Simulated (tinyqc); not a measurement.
From results to parameters: Hubbard dimer. Computed by the program tinyqc.

Problem. A two-site Hubbard model with two electrons has its ground state at (U - sqrt(U^2 + 16 t^2))/2, the triplet at 0 and the odd ionic singlet at U. Find t, U and the double occupancy per site.

singlet-triplet splitting = 0.430397 eV
gap from the ground state to the ionic odd singlet = 10.640397 eV

Solution. The difference of the two gaps is U and their product is 4 t^2; the double occupancy per site is (1 - U/sqrt(U^2 + 16 t^2))/4.

t, U (eV): 1.0700  10.2100
double occupancy per site = 0.0194
